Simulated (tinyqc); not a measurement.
Temperature and isotope dependence of a band gap in oscillator models: one step. Isotope effect. Two cases, with inputs chosen for the exercise.

Problem. With M -> M + dM the oscillator temperatures scale as M^(-1/2) and the slopes stay. Give th, ZP, E0 (static gap fixed) and E(T) for the new mass, and the linear rule dE0 = ZP dM/(2 M).

E(T) = E0 - sum_i sl_i th_i n_i(T), n = 1/(exp(th/T) - 1). The same coupling lowers the gap at 0 K by the zero-point term ZP = sum_i sl_i th_i/2, so the gap of the static lattice is E0 + ZP. Thermal expansion is taken as part of the slopes.

Give: th; ZP; shift of E0; linear rule; shift of E(T).

Case 1.

Values chosen (near those of Si; not measured data): E0 = 1.175 eV (gap at 0 K); th = (128, 595) K (temperatures of two oscillators); sl = (0.0795, 0.2385) meV/K (their high-temperature slopes); T = 50 K (temperature); M = 28.03 u (mean atomic mass); dM = -1.3 u (change of the mean mass (not bounded by the natural isotopes)).

Solution.

th (K): [131.08, 609.30]

ZP = 77.869 meV
shift of E0 = -1.827 meV
linear rule = -1.763 meV
shift of E(T) = -1.791 meV

The lighter crystal has the narrower gap. At 50 K 98 % of the shift at 0 K is left; it fades at high T, where the motion is classical and the mean-square amplitude no longer depends on mass.

Case 2.

Values chosen (near those of InP; not measured data): E0 = 1.427 eV (gap at 0 K); th = (133, 392) K (temperatures of two oscillators); sl = (0.119, 0.265) meV/K (their high-temperature slopes); T = 150 K (temperature); M = 72.97 u (mean atomic mass); dM = -4.34 u (change of the mean mass (not bounded by the natural isotopes)).

Solution.

th (K): [137.14, 404.20]

ZP = 61.717 meV
shift of E0 = -1.863 meV
linear rule = -1.780 meV
shift of E(T) = -1.235 meV

The lighter crystal has the narrower gap. At 150 K 66 % of the shift at 0 K is left; it fades at high T, where the motion is classical and the mean-square amplitude no longer depends on mass.

Computed by tinyqc, one run a case: `OMP_NUM_THREADS=1 python tinyqc.py N N+1 out.jsonl` with N = 1851219, 1880056; one thread of a shared Intel(R) Xeon(R) Processor @ 2.30GHz, about 0.01 s a run at most.
